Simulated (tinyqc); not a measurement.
Worked calculation: time-domain thermoreflectance: layered heat flow under a modulated pulse train, and what the signal ratio measures. Computed by tinyqc, a small Python program that keeps every step. Command: `OMP_NUM_THREADS=1 python tinyqc.py 3112020 3112021 out.jsonl tdtr walk`. One thread of a shared host (Intel(R) Xeon(R) Processor @ 2.30GHz), about 0.2 s of CPU time with the checks. Intermediate numbers are printed to about 5 digits and carried at full precision; extremes and crossings named in words are read from the listed rows.

Pulses repeat at 80 MHz; heat is laid down at the surface, all layers are isotropic.

Inputs (values chosen for the exercise, modelled on aluminium on sapphire): metal thickness d = 100 nm; metal conductivity = 170 W/(m K); metal heat capacity = 2.42 MJ/(m^3 K); boundary conductance G under the metal = 78 MW/(m^2 K); substrate conductivity kappa = 35.5 W/(m K); substrate heat capacity C = 3.11 MJ/(m^3 K); modulation frequency f = 10 MHz; spot radius w (1/e^2, pump and probe) = 4.4 micrometre; delay t = 1600 ps.

Stack: metal, substrate.

## Length and time scales

Penetration depth sqrt(kappa/(pi f C)); effusivity sqrt(kappa C); cooling time of the metal d C_m/G; Kapitza length kappa/G.

penetration depth = 0.60278 micrometre

effusivity = 10507 W s^(1/2)/(m^2 K)

cooling time of the metal = 3102.6 ps

Kapitza length = 455.13 nm

depth over spot radius = 0.13700

## Impedance at k = 0 and the modulation frequency

For radial wave number k and angular frequency W each layer has u = sqrt(4 pi^2 k^2 + i W C/kappa) and gamma = kappa u. Surface impedance from below: Z = 1/gamma for the substrate; a layer of thickness L maps Z to (Z + tanh(u L)/gamma)/(1 + gamma Z tanh(u L)); a boundary adds 1/G. Take k = 0 and W = 2 pi f.

Z of the substrate = 8.4899-8.4899i m^2 K/GW

Z at the surface = 15.920-12.074i m^2 K/GW

## Response at the modulation frequency

Response per absorbed watt H(W) = 2 pi int_0^(2/w) Z(k, W) exp(-pi^2 k^2 w^2) k dk by 20 Gauss-Legendre points.

H(2 pi f) = 0.25722-0.17845i K/mW

phase of H(2 pi f) = -34.751 degrees

## Signal at one delay

Signal: X + iY = sum_(m = -M..M) H(2 pi (f + m f_r)) exp(i 2 pi m f_r t) exp(-pi (m/M)^2 x 4), f_r = 80 MHz, M = 4000, with H(-W) the complex conjugate of H(W); V_in = X, V_out = Y, ratio = -V_in/V_out.

V_in = 0.55566 K/mW

V_out = -0.18856 K/mW

ratio -V_in/V_out = 2.9468

## Ratio and sensitivities against delay

Sensitivity S = ln(ratio'/ratio)/ln(1.01) for a rise of one input by 1 %.

Ratio and sensitivities:
```
t (ps)   ratio  S to kappa    S to G   S to d   S to C    S to w
100     5.7488     0.40271   0.27158  -1.0210  0.38545  -0.22408
200     5.4069     0.38994   0.23551  -0.9865  0.37287  -0.21519
400     4.8473     0.36743   0.17516  -0.8825  0.35064  -0.19997
800     4.0082     0.33219   0.08407  -0.7219  0.31561  -0.17693
1500    3.0506     0.29007  -0.02377  -0.5296  0.27314  -0.15072
2500    2.2311     0.25241  -0.12370  -0.3523  0.23404  -0.12924
4000    1.5250     0.21924  -0.22243  -0.1821  0.19718  -0.11393
```

The largest sensitivity in size at 100 ps is to d (-1.02). The sensitivity to G changes sign between 800 and 1500 ps, which helps to separate G from inputs whose sensitivity keeps its sign. kappa and C enter almost alike, through the effusivity. At 400 ps an error of 3 % in d passes on as 7 % in kappa.

Checks made by the program: steady rise of a bare substrate, 1/(2 sqrt(pi) w kappa), from the same quadrature (relative difference below 1e-10).
